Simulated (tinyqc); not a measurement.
Modes across the composition range: two-mode optical phonons of a ternary alloy from two coupled oscillators. Computed by tinyqc, a small Python program. Command: `OMP_NUM_THREADS=1 python tinyqc.py 3011939 3011940 out.jsonl twomode walk`. One thread of a shared host (Intel(R) Xeon(R) Processor @ 2.30GHz), about 0.01 s of CPU time with the checks.

An alloy A(x)B(1-x)C has an A-C and a B-C bond oscillator. Each TO frequency moves linearly from the impurity mode (dilute end) to the TO of the pure crystal; each strength is proportional to the number of bonds.

Inputs (values chosen for the exercise, for a model alloy):
```
quantity                  value  unit
omega_TO of pure AC         421  1/cm
omega_LO of pure AC         521  1/cm
omega_TO of pure BC         281  1/cm
omega_LO of pure BC         331  1/cm
eps_inf of AC              6.27     -
eps_inf of BC              10.9     -
impurity mode of A in BC    420  1/cm
impurity mode of B in AC    279  1/cm
```

Method:
- omega_1 = (impurity mode of A) + x (omega_TO,AC - impurity mode of A); omega_2 = (impurity mode of B) + (1 - x)(omega_TO,BC - impurity mode of B); eps_inf = x eps_AC + (1 - x) eps_BC; strengths W_1 = x eps_AC (omega_LO,AC^2 - omega_TO,AC^2), W_2 = (1 - x) eps_BC (omega_LO,BC^2 - omega_TO,BC^2).
- eps(omega) = eps_inf + W_1/(omega_1^2 - omega^2) + W_2/(omega_2^2 - omega^2) = 0 is the eigenproblem of the matrix [[omega_1^2 + W_1/eps_inf, sqrt(W_1 W_2)/eps_inf], [sqrt(W_1 W_2)/eps_inf, omega_2^2 + W_2/eps_inf]] for omega_LO^2.
- The polar coupling of mode j is c_j = (u_j . sqrt(W))^2/(eps_inf^2 omega_j^2), u_j its eigenvector and omega_j here its LO frequency; the c_j add up to 1/eps_inf - 1/eps_s. Froehlich constant alpha_j = (e^2/(4 pi eps_0)) c_j k_j/(2 E_j), E_j = h c omega_j, k_j = sqrt(m* E_j/(hbar^2/(2 m_0))).

Frequencies (1/cm):
```
x     TO, A-C  TO, B-C  lower LO  upper LO  coupling share of the upper LO   eps_s
0.02   420.02   280.96    329.70    421.89                         0.04510  15.015
0.10   420.10   280.80    324.79    429.26                         0.19893  14.579
0.20   420.20   280.60    319.11    438.26                         0.35053  14.032
0.35   420.35   280.30    311.18    451.74                         0.52773  13.209
0.50   420.50   280.00    303.66    465.65                         0.66843  12.382
0.65   420.65   279.70    296.32    480.44                         0.78566  11.552
0.80   420.80   279.40    288.98    496.55                         0.88612  10.719
0.90   420.90   279.20    284.04    508.27                         0.94565  10.161
0.98   420.98   279.04    280.02    518.36                         0.98952   9.714
```

What does the comparison show, and why?

The upper LO moves from 421.9 to 518.4 and the lower from 329.7 to 280.0 per cm. At each dilute end one LO-TO pair closes onto an impurity mode. The upper LO shifts by +0.96 per cm for each per cent of x near the middle, which is how Raman spectra measure composition. Its share of the polar coupling passes one half between x = 0.2 and 0.35.
